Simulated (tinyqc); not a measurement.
Worked calculation: valley-orbit splitting of a donor ground state, with strain. Computed by tinyqc, a small Python program that keeps every step. Command: `OMP_NUM_THREADS=1 python tinyqc.py 3018318 3018319 out.jsonl valleyorbit walk`. One thread of a shared host (Intel(R) Xeon(R) Processor @ 2.30GHz), about 0.01 s of CPU time with the checks. Intermediate numbers are printed to about 6 digits and carried at full precision; extremes and crossings named in words are read from the listed rows.

The basis is the 1s envelope in each valley; energies are counted from the unstrained conduction-band edge. The strain is e_s (a a^T - 1/3) for the unit stress axis a, so valley j along n_j moves by Xi_u e_s w_j with w_j = (n_j.a)^2 - 1/3: -1/3 for x and y, +2/3 for z.

Inputs (values chosen for the exercise, for a model many-valley semiconductor):
```
quantity                                   value   unit
single-valley binding energy E_0            32.3    meV
central-cell shift Lambda                   6.95    meV
coupling Delta_1                            2.09    meV
coupling Delta_2                            1.12    meV
shear deformation potential Xi_u            9.03     eV
shear strain e_s                          0.0012      -
temperature T                                200      K
donor density N_D                          6e+17  cm^-3
density-of-states mass of one valley m_e   0.319    m_0
```

Valleys: six along <100>. Stress axis: [001].

Constants: k_B = 8.617333262e-05 eV/K; m_0 = 9.1093837015e-31 kg; k_B = 1.380649e-23 J/K; h = 6.62607015e-34 J s.

## Levels without strain

By symmetry: E(A1) = E_0 + Lambda + 4 Delta_1 + Delta_2 (one state), E(T2) = E_0 + Lambda - Delta_2 (three), E(E) = E_0 + Lambda - 2 Delta_1 + Delta_2 (two), as binding energies.

E(A1) = 48.73 meV

E(T2) = 38.13 meV

E(E) = 36.19 meV

Only A1 has all valley amplitudes in phase, so only it has weight at the nucleus. Of the upper states T2 is bound more strongly, because Delta_1 is larger than Delta_2.

## The valley matrix under strain

H_jj = -(E_0 + Lambda) + Xi_u e_s w_j; H_jk = -Delta_2 between opposite valleys and -Delta_1 between perpendicular ones.

H (meV):
```
         +x       -x       +y       -y       +z       -z
+x  -42.862   -1.120   -2.090   -2.090   -2.090   -2.090
-x   -1.120  -42.862   -2.090   -2.090   -2.090   -2.090
+y   -2.090   -2.090  -42.862   -1.120   -2.090   -2.090
-y   -2.090   -2.090   -1.120  -42.862   -2.090   -2.090
+z   -2.090   -2.090   -2.090   -2.090  -32.026   -1.120
-z   -2.090   -2.090   -2.090   -2.090   -1.120  -32.026
```

## Levels and ground state under strain

Diagonalise H; the ground vector has positive components. The density at the nucleus, and so the contact hyperfine coupling, scales as (sum_j c_j)^2/(number of valleys), which is 1 without strain; the envelopes are held fixed.

levels (meV): -50.2099  -41.7420  -41.7420  -39.8020  -31.0981  -30.9060

valley amplitudes of the ground state: +x 0.472453, -x 0.472453, +y 0.472453, -y 0.472453, +z 0.231466, -z 0.231466

hyperfine ratio A/A_0 = 0.922567

The valleys that move down hold 89.3 % of the ground state, against 66.7 % without strain.

## Binding energy under strain

The binding energy is counted from the lowest valley edge, min_j Xi_u e_s w_j; the gap is from the ground state to the next level.

binding energy under strain = 46.5979 meV

gap to the first excited state = 8.46788 meV

## Populations and ionisation

z = sum over levels of exp(-(E - E_ground)/k_B T), the ground-state share being 1/z; N_c = 2 (2 pi m_e k_B T/h^2)^(3/2) sum_j exp(-(shift_j - lowest shift)/k_B T); n1 = N_c/(2 z) exp(-binding/k_B T), binding = lowest shift - E_ground; without compensation n = 2 N_D/(1 + sqrt(1 + 4 N_D/n1)) (Boltzmann statistics; p and higher states left out).

partition sum z = 3.42648

share of neutral donors in the ground state = 0.291844

N_c = 1.24690e+19 cm^-3

n1 = 1.21826e+17 cm^-3

free electrons n = 2.16226e+17 cm^-3

Caution: k_B T exceeds a third of E_0, so the p and higher states, left out, hold part of the bound electrons. Caution: at this donor density neighbouring orbits begin to overlap and the depth shrinks, which a fixed level leaves out.

## Strain dependence

The contact hyperfine ratio is A/A_0 = (sum_j c_j)^2/(number of valleys), c_j the valley amplitudes of the ground state; binding from the lowest valley edge.

Against strain:
```
e_s       Xi_u e_s (w_max - w_min) (meV)  binding (meV)  gap to next level (meV)     A/A_0
-0.00960                        -86.6880        40.7914                  2.66138  0.401885
-0.00360                        -32.5080        41.5541                  3.42408  0.527756
-0.00120                        -10.8360        43.8258                  5.69583  0.829018
-0.00036                         -3.2508        46.7642                  8.63424  0.983014
0.00036                           3.2508        47.8166                  9.68665  0.987808
0.00120                          10.8360        46.5979                  8.46788  0.922567
0.00360                          32.5080        45.4790                  7.34896  0.803223
0.00960                          86.6880        44.9330                  6.80295  0.726095
```

A/A_0 falls for either sign of strain, to 0.402 and 0.726 at the ends; its limits are the shares of the valleys that end up lowest, 2/6 under compression and 4/6 under tension. Near zero strain A/A_0 changes in second order, the binding in first. The binding energy drops from 48.73 meV to 40.79 and 44.93 meV, since fewer valleys share the valley-orbit gain.

## Do the excited 1s states matter for ionisation?

No strain here. The last two columns set z = 1, with the A1 depth, or use one level at E_0 with z equal to the number of valleys.

Ionised share:
```
T (K)        z  all 1s states  ground state alone  no splitting
28     1.04815    3.22787e-05         3.30467e-05   4.06075e-04
47     1.30947    2.52121e-03         2.88454e-03   8.92423e-03
71     1.78810    2.22403e-02         2.96272e-02   4.59262e-02
100    2.34351    7.74279e-02         1.16025e-01   1.22437e-01
140    2.95337    1.86928e-01         2.98408e-01   2.49020e-01
230    3.81964    4.37321e-01         6.62217e-01   4.98564e-01
380    4.53409    6.97158e-01         8.90921e-01   7.32286e-01
```

z grows from 1.048 to 4.53 of at most 6. Leaving out the excited states overstates the ionised share by up to 59.6 % (at 140 K); ignoring the splitting misses by a factor 12.6 at the lowest T and 1.05 at the highest.

Checks made by the program: symmetry formulas against diagonalisation (relative difference below 1e-10).
